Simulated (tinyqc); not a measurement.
FCI on RHF in the sto-6g basis, frozen core, for BeH+, spin multiplicity 1, step by step. One step of it, computed by the program tinyqc.

Task: FCI: determinants and Hamiltonian. Slater-Condon rules over spin orbitals, with the nuclear repulsion and the energy of the frozen orbital added and E(HF) subtracted on the diagonal. Only determinants linked to the reference directly or through others are kept (one block of an abelian symmetry group), so some states are absent.

one-electron integrals dressed by the frozen orbital, h + 2 (pq|11) - (p1|1q) (hartree), order 2, 3, 4, 5, 6:
```
[[-1.269388, 0.065941, 0.000000, 0.000000, -0.061883],
 [0.065941, -0.870148, 0.000000, 0.000000, 0.065878],
 [0.000000, 0.000000, -0.841274, 0.000000, 0.000000],
 [0.000000, 0.000000, 0.000000, -0.841274, 0.000000],
 [-0.061883, 0.065878, 0.000000, 0.000000, -0.598035]]
```

energy of the frozen orbital, 2 h_11 + (11|11) = -14.37036985 hartree

Two-electron integrals over orbitals (pq|rs), unique and non-zero (hartree); the lowest 1 orbital is frozen and left out:
```
(22|22) 0.532949    (32|22) -0.065941   (32|32) 0.033146    (33|22) 0.319284
(33|32) 0.028226    (33|33) 0.470569    (42|42) 0.042471    (43|42) 0.030654
(43|43) 0.052369    (44|22) 0.368802    (44|32) 0.018584    (44|33) 0.399981
(44|44) 0.450117    (52|52) 0.042471    (53|52) 0.030654    (53|53) 0.052369
(54|54) 0.024258    (55|22) 0.368802    (55|32) 0.018584    (55|33) 0.399981
(55|44) 0.401601    (55|55) 0.450117    (62|22) 0.061883    (62|32) -0.045745
(62|33) -0.028377   (62|44) -0.054574   (62|55) -0.054574   (62|62) 0.123336
(63|22) -0.055811   (63|32) 0.027555    (63|33) 0.056785    (63|44) 0.016164
(63|55) 0.016164    (63|62) -0.045567   (63|63) 0.045898    (64|42) -0.030001
(64|43) -0.015061   (64|64) 0.026834    (65|52) -0.030001   (65|53) -0.015061
(65|65) 0.026834    (66|22) 0.528105    (66|32) -0.063724   (66|33) 0.349640
(66|44) 0.374058    (66|55) 0.374058    (66|62) 0.089997    (66|63) -0.054437
(66|66) 0.564100
```

nuclear repulsion = 1.55411809 hartree

Hartree-Fock energy = -14.82207933 hartree

Give: determinants; H - E(HF) between determinants.

Result:

Occupation strings over the orbitals (2 doubly, a alpha, b beta, 0 empty; spin orbitals ordered 1a 1b 2a 2b ...): 220000 2ab000 2a000b 2ba000 2b000a 202000 20a00b 200200 200020 20b00a 200002

H - E(HF) between determinants (hartree), order 220000, 2ab000, 2a000b, 2ba000, 2b000a, 202000, 20a00b, 200200, 200020, 20b00a, 200002:
```
[[0.000, 0.000, 0.000, 0.000, 0.000, 0.033, -0.046, 0.042, 0.042, 0.046, 0.123],
 [0.000, 0.186, 0.010, -0.033, 0.046, 0.094, 0.028, 0.031, 0.031, 0.090, -0.046],
 [0.000, 0.010, 0.667, 0.046, -0.123, 0.028, 0.002, -0.030, -0.030, 0.046, 0.028],
 [0.000, -0.033, 0.046, 0.186, 0.010, -0.094, 0.090, -0.031, -0.031, 0.028, 0.046],
 [0.000, 0.046, -0.123, 0.010, 0.667, -0.028, 0.046, 0.030, 0.030, 0.002, -0.028],
 [0.033, 0.094, 0.028, -0.094, -0.028, 0.736, 0.123, 0.052, 0.052, -0.123, 0.046],
 [-0.046, 0.028, 0.002, 0.090, 0.046, 0.123, 0.887, -0.015, -0.015, -0.046, 0.011],
 [0.042, 0.031, -0.030, -0.031, 0.030, 0.052, -0.015, 0.773, 0.024, 0.015, 0.027],
 [0.042, 0.031, -0.030, -0.031, 0.030, 0.052, -0.015, 0.024, 0.773, 0.015, 0.027],
 [0.046, 0.090, 0.046, 0.028, 0.002, -0.123, -0.046, 0.015, 0.015, 0.887, -0.011],
 [0.123, -0.046, 0.028, 0.046, -0.028, 0.046, 0.011, 0.027, 0.027, -0.011, 1.374]]
```
